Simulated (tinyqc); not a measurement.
# Froehlich polaron in a polar crystal, step by step

A worked calculation. Computed by tinyqc, a small Python program that keeps every step. Command: `OMP_NUM_THREADS=1 python tinyqc.py 3015888 3015889 out.jsonl frohlich walk`. One thread of a shared host (Intel(R) Xeon(R) Processor @ 2.30GHz), about 0.06 s of CPU time with the checks. Intermediate numbers are printed to about 6 digits and carried at full precision; extremes and crossings named in words are read from the listed rows.

One electron in a parabolic band of mass m*, coupled to dispersionless LO phonons in the continuum model. Energies are in units of hbar omega unless marked, wave numbers in k_0 = sqrt(2 m* omega/hbar).

Inputs (values chosen for the exercise, modelled on sodium chloride):
```
quantity                          value  unit
band mass m*                      0.535   m_0
LO phonon energy hbar omega        32.1   meV
eps_inf                            2.35     -
static dielectric constant eps_s   5.64     -
temperature T                       300     K
electron wave number k/k_0          0.1     -
trial v                             4.5     -
trial w                             2.3     -
```

Constants: hbar^2/(2 m_0) = 3.80998212 eV angstrom^2; e^2/(4 pi eps_0) = 14.39964548 eV angstrom; k_B = 8.617333262e-05 eV/K; hbar = 6.582119569e-16 eV s; e = 1.602176634e-19 C; m_0 = 9.1093837015e-31 kg.

## Coupling constant and length scale

1/eps* = 1/eps_inf - 1/eps_s; k_0 = sqrt(2 m* omega/hbar) = sqrt(m* hbar omega / (hbar^2/(2 m_0))) with m* in m_0; alpha = (e^2/(4 pi eps_0)) k_0/(2 eps* hbar omega); polaron length 1/k_0.

eps* = 4.02857

k_0 = 0.0671379 1/angstrom

coupling constant alpha = 3.73795

polaron length 1/k_0 = 14.8947 angstrom

Intermediate coupling.

## Second-order perturbation theory

At T = 0 and k < k_0: E(k) = (k/k_0)^2 - alpha arcsin(k/k_0)/(k/k_0); so E(0) = -alpha, 1/m_p = (1 - alpha/6)/m*, and the mean number of phonons in the cloud at k = 0 is alpha/2. The Lee-Low-Pines variational state gives the same E(0) and m_p = m* (1 + alpha/6).

energy shift at k = 0 = -119.988 meV

E(k) = -3.73421 hbar omega

m*/m_p, second order = 0.377008

m_p/m*, Lee-Low-Pines = 1.62299

phonons in the cloud = 1.86898

Caution: second-order results are out of their range at this coupling; the perturbative mass diverges at alpha = 6.

## Strong-coupling trial states

Landau-Pekar: the lattice follows the mean electron density. A Gaussian state exp(-b^2 r^2/2) gives E(b) = (3/2) b^2 - alpha b sqrt(2/pi) (b in k_0), minimised at b = alpha sqrt(2/pi)/3 to E = -alpha^2/(3 pi); a state exp(-b r) gives E(b) = b^2 - (5/8) alpha b, minimised at b = 5 alpha/16 to E = -25 alpha^2/256.

best b, Gaussian = 0.994151 k_0

E, Gaussian = -1.48250 hbar omega

best b, exponential = 1.16811 k_0

E, exponential = -1.36448 hbar omega

The Gaussian bound lies below -alpha only for alpha > 3 pi = 9.42; here it lies above, so the self-trapped state is the poorer bound.

## Feynman's energy at a trial point

Feynman's bound: E(v, w) = 3 (v - w)^2/(4 v) - (alpha v/sqrt(pi)) int_0^infinity e^-u D(u)^(-1/2) du, D = w^2 u + ((v^2 - w^2)/v)(1 - e^(-v u)); integrals by 80 Gauss-Legendre points in s from 0 to 1 with u = 40 s^2.

first term = 0.806667 hbar omega

E(v, w) = -3.85932 hbar omega

## Feynman's variational polaron

Minimise over v > w > 0 (simplex search); mass m_p/m* = 1 + (alpha v^3/(3 sqrt(pi))) int u^2 e^-u D^(-3/2) du.

best v = 3.59

best w = 2.42

E, Feynman = -3.95708 hbar omega

polaron energy, Feynman = -127.022 meV

m_p/m*, Feynman = 2.359

The bound lies 5.9 % below -alpha, and the mass is 1.45 times the Lee-Low-Pines value.

## Mobility at low temperature

Scattering by absorption of an LO phonon: 1/tau = 2 alpha omega n, n = 1/(exp(hbar omega/(k_B T)) - 1); mu = e tau/m*, the weak-coupling result for k_B T well below hbar omega.

phonon occupation n = 0.406267

lifetime tau = 6.75127 fs

mobility = 22.1949 cm^2/(V s)

Caution: this mobility formula holds for weak coupling and k_B T well below hbar omega, and it leaves out all other scattering.

## All approximations against the coupling

Other columns: second order -alpha; Landau-Pekar Gaussian -alpha^2/(3 pi); Lee-Low-Pines mass 1 + alpha/6. The polaron energy in meV uses the given hbar omega.

Energies (hbar omega) and masses (m*):
```
alpha  second order    Gaussian    Feynman  Feynman (meV)  mass, LLP  mass, Feynman     v     w
0.93          -0.93  -0.0917687  -0.941226       -30.2133      1.155           1.18   3.1  2.88
1.9            -1.9   -0.383033   -1.94964       -62.5835    1.31667          1.439  3.23  2.74
3.1            -3.1    -1.01965   -3.24342       -104.114    1.51667          1.942  3.44  2.54
3.7            -3.7    -1.45255   -3.91404       -125.641    1.61667           2.33  3.58  2.43
6                -6    -3.81972   -6.71087       -215.419          2          6.838  4.67  1.87
6.1            -6.1    -3.94810   -6.84428       -219.701    2.01667          7.313  4.75  1.85
9.1            -9.1    -8.78641   -11.6766       -374.818    2.51667          66.79  10.1  1.27
12              -12    -15.2789   -18.1434       -582.403          3          281.6  18.6  1.13
```

All three energies are upper bounds (-alpha through the Lee-Low-Pines state), and the Feynman value is the lowest in every row. It lies within 5 % of -alpha up to alpha = 3.1; at alpha = 12 it is 1.19 times the Gaussian value, whose alpha^2 law it approaches with a constant shift of about -3 ln 2 - 3/4 = -2.83 (here -2.86). The mass stays within 10 % of 1 + alpha/6 up to alpha = 1.9 and reaches 282 m* in the last row; w falls from 2.88 towards 1 while v grows to 18.6.

Checks made by the program: second-order shift against the integral -(2 alpha/pi) int dq/(1 + q^2) (relative difference below 1e-10); v = w reduces the bound to -alpha (relative difference 1e-10).
